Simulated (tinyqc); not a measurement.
Landau levels of bilayer graphene, step by step. Values are carried at full precision from step to step, so a last printed digit may differ when a step is redone from the rounded ones.

In a field B along z: l = 1/sqrt((e/hbar) B) is the magnetic length, n_B = B/(h/e) the number of states per area in one level, hbar wc = 2 muB B/m for mass m in m0; 1/angstrom^2 = 1e16/cm^2.

Constants: e/hbar = 1.519267448e-05 1/(T angstrom^2); h/e = 413566.7697 T angstrom^2; muB = 5.788381798e-05 eV/T; e^2/h = 3.874045865e-05 S.

Parameters, chosen for this exercise (near those of bilayer graphene; the results hold for these values, not for the real material):
```
symbol  value  unit         meaning
B       11.7   T            magnetic field
n       6.1    x 1e11/cm^2  electron sheet density
hv      6.84   eV angstrom  hbar v
g1      0.392  eV           interlayer hopping
```

## Scales set by the field

Give l, n_B and the filling factor nu = n/n_B.

l = 75.00 angstrom
n_B = 2.8290 x 1e11/cm^2
nu = 2.156

## The lowest levels

Four-band model without bias: with w = sqrt(2) hv/l, E_N^2 = [g1^2 + (2N - 1) w^2 - sqrt(g1^4 + 2 (2N - 1) g1^2 w^2 + w^4)]/2 for N >= 2, and E = 0 for N = 0, 1. The two-band limit is hbar wc sqrt(N (N - 1)) with hbar wc = w^2/g1. Each level is fourfold; of the eight zero-energy states half belong to the electrons.

List the eight lowest, in meV, with the gap to the next.

Levels:
```
label  E (meV)  gap above (meV)
0,1      0.000           52.491
2       52.491           32.535
3       85.026           28.587
4      113.614           25.997
5      139.611           24.054
6      163.665           22.508
7      186.173           21.234
8      207.407           20.158
```

The largest of these gaps, 52.49 meV, first occurs above level 0,1 and is kB T at 609 K.

## Where EF lies

The zero level takes 4 n_B electrons and each higher level 4 n_B. At zero temperature and without broadening EF sits in the partly filled level.

Fill the listed levels in order up to nu; give the partly filled level, its energy and its filled share.

level: 0,1

EF = 0.000 meV
filled share = 0.539

## Fields of the Hall plateaus

A plateau is centred where nu = n/n_B equals 4, 8, 12, 16, 20, 24; there rho_xy = h/(nu e^2).

Plateaus:
```
nu  B (T)  1/B (1/T)  rho_xy (kohm)
4   6.307     0.1586         6.4532
8   3.153     0.3171         3.2266
12  2.102     0.4757         2.1511
16  1.577     0.6342         1.6133
20  1.261     0.7928         1.2906
24  1.051     0.9513         1.0755
```

## Checks

- Level 2 from the four-band matrix in 40 oscillator states against the formula, meV: both 52.491.

Program tinyqc; command `OMP_NUM_THREADS=1 python tinyqc.py 1250595 1250596 out.jsonl`; about 0.03 s on one thread of a shared Intel(R) Xeon(R) Processor @ 2.30GHz.
